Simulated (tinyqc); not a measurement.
# Donor in an ellipsoidal valley (Kohn-Luttinger variational method), step by step

A worked calculation. Computed by tinyqc, a small Python program that keeps every step. Command: `OMP_NUM_THREADS=1 python tinyqc.py 3015520 3015521 out.jsonl kohnlutt walk`. One thread of a shared host (Intel(R) Xeon(R) Processor @ 2.30GHz), about 0.04 s of CPU time with the checks. Intermediate numbers are printed to about 6 digits and carried at full precision; extremes and crossings named in words are read from the listed rows.

H = -(d^2/dx^2 + d^2/dy^2) - gamma d^2/dz^2 - 2/r in units built on m_t, with gamma = m_t/m_l and z along the valley axis. One valley; no valley-orbit or central-cell term.

Inputs (values chosen for the exercise, modelled on silicon):
```
quantity                      value  unit
transverse mass m_t           0.186   m_0
longitudinal mass m_l         0.906   m_0
dielectric constant eps        11.7     -
trial ratio b/a                0.82     -
observed depth chosen for 1s   49.8   meV
```

Constants: Ry = 13.605693123 eV; a_0 = 0.529177210903 angstrom; h x 1 THz = 4.135667696 meV.

## Effective units

Ry* = Ry m_t/eps^2, a* = a_0 eps/m_t, gamma = m_t/m_l.

Ry* = 18.4868 meV

a* = 33.2870 angstrom

gamma = 0.205298

## Energy at a trial ratio

Trial function exp(-sqrt((x^2 + y^2)/a^2 + z^2/b^2)) with beta = b/a < 1: E = t/a^2 - u/a, t = (2 + gamma/beta^2)/3, u = 2 arcsin(sqrt(1 - beta^2))/sqrt(1 - beta^2); the best a is 2 t/u and E(beta) = -u^2/(4 t).

t = 0.768440

u = 2.12936

best a = 0.721756 a*

E(beta) = -1.47513 Ry*

## Minimum over the ratio

Golden-section search on beta from 0.05 to 0.999, 60 steps.

Search, first ten steps; c and d are the inner points:
```
step       low      high         c  E(c) (Ry*)         d  E(d) (Ry*)
1     0.050000  0.999000  0.412486    -1.47962  0.636514    -1.56095
2     0.412486  0.999000  0.636514    -1.56095  0.774971    -1.50110
3     0.412486  0.774971  0.550943    -1.56885  0.636514    -1.56095
4     0.412486  0.636514  0.498057    -1.55394  0.550943    -1.56885
5     0.498057  0.636514  0.550943    -1.56885  0.583628    -1.56970
6     0.550943  0.636514  0.583628    -1.56970  0.603829    -1.56767
7     0.550943  0.603829  0.571144    -1.57002  0.583628    -1.56970
8     0.550943  0.583628  0.563428    -1.56983  0.571144    -1.57002
9     0.563428  0.583628  0.571144    -1.57002  0.575912    -1.56999
10    0.563428  0.575912  0.568196    -1.56998  0.571144    -1.57002
```

best beta = 0.572111

radius a of the 1s trial function = 24.8605 angstrom

radius b of the 1s trial function = 14.2229 angstrom

1s binding energy, trial function = 29.0247 meV

The envelope is flattened along the heavy axis; beta is close to gamma^(1/3) = 0.590.

## Levels from a Gaussian basis

Gaussian basis: g = P exp(-al (x^2 + y^2) - be z^2) with P = 1 (s-like), z (2p0) or x (2p+-); al = 0.004 x 2.6^k, k = 0..11, and be/al = 1, gamma^(-1/2) or 1/gamma (36 functions); 1/r = (2/sqrt(pi)) int exp(-t^2 r^2) dt by 48 Gauss-Legendre points after t = sqrt(al_i + al_j) tan(theta); overlap eigenvalues below 1e-10 are dropped.

1s binding energy, Gaussian basis = 29.0644 meV

2p0 binding energy = 10.7139 meV

2p+- binding energy = 5.94313 meV

The two-parameter trial function recovers 99.86 % of the 1s binding of the larger basis. 2p0, with its lobes along the heavy axis, is bound 1.80 times as strongly as 2p+-.

## Optical lines and the chemical shift

With an observed depth of 1s, the lines are 1s -> 2p0 = depth - E(2p0) and 1s -> 2p+- = depth - E(2p+-); the chemical shift is depth - E(1s, Gaussian basis); 1 meV = 1 THz/4.135667696.

line 1s -> 2p0 = 39.0861 meV

line 1s -> 2p+- = 43.8569 meV

chemical shift = 20.7356 meV

frequency of the line 1s -> 2p+- = 10.6045 THz

The spacing of the two lines, 4.771 meV, does not depend on the depth, so it is the same for every donor in this host.

## Which single mass stands for the valley

A hydrogenic level is Ry m/eps^2 for one mass m; errors are against the Gaussian basis.

1s binding energy:
```
rule                                      mass (m_0)  binding (meV)  error (%)
transverse mass                             0.186000        18.4868    -36.394
conductivity mass 3/(2/m_t + 1/m_l)         0.253027        25.1487    -13.472
density-of-states mass (m_t^2 m_l)^(1/3)    0.315296        31.3377      7.822
longitudinal mass                           0.906000        90.0486    209.825
trial function with a and b                        -        29.0247     -0.137
mass that fits 1s                           0.292424        29.0644      0.000
```

The conductivity mass, which is what a spherical trial function (a = b) gives, falls short by 13.5 %, as a restricted variational bound must; the density-of-states mass is off by +7.8 %. The mass that fits lies between the two.

## Levels against anisotropy

The trial energy is minimised over beta by golden section from 0.05 to 0.999, 60 steps.

Binding energies (Ry*):
```
gamma  1s, trial  1s, Gaussians      2p0      2p+-
0.051    2.08266        2.09411  1.01708  0.367862
0.100    1.83868        1.84446  0.79051  0.347506
0.210    1.56154        1.56360  0.57350  0.320589
0.310    1.41617        1.41716  0.47555  0.304611
0.350    1.37126        1.37202  0.44738  0.299385
0.590    1.18191        1.18204  0.33899  0.275674
0.850    1.05478        1.05477  0.27529  0.258058
```

As gamma falls from 0.85 to 0.051, 1s deepens from 1.055 to 2.094 Ry*, on the way from the hydrogen value 1 to the two-dimensional limit 4; 2p+- moves from 0.258 to 0.368 (limits 1/4 and 4/9), while 2p0 climbs from 0.275 to 1.017 and joins 1s as gamma tends to 0. Near gamma = 1 the trial function is almost exact and can pass the Gaussian basis, whose own error is about 3e-5 Ry*.

Checks made by the program: the Gaussian basis at gamma = 1 against 1, 1/4 and 1/4 Ry* (relative difference 3e-05); trial function against Gaussian basis (relative difference 1e-03).
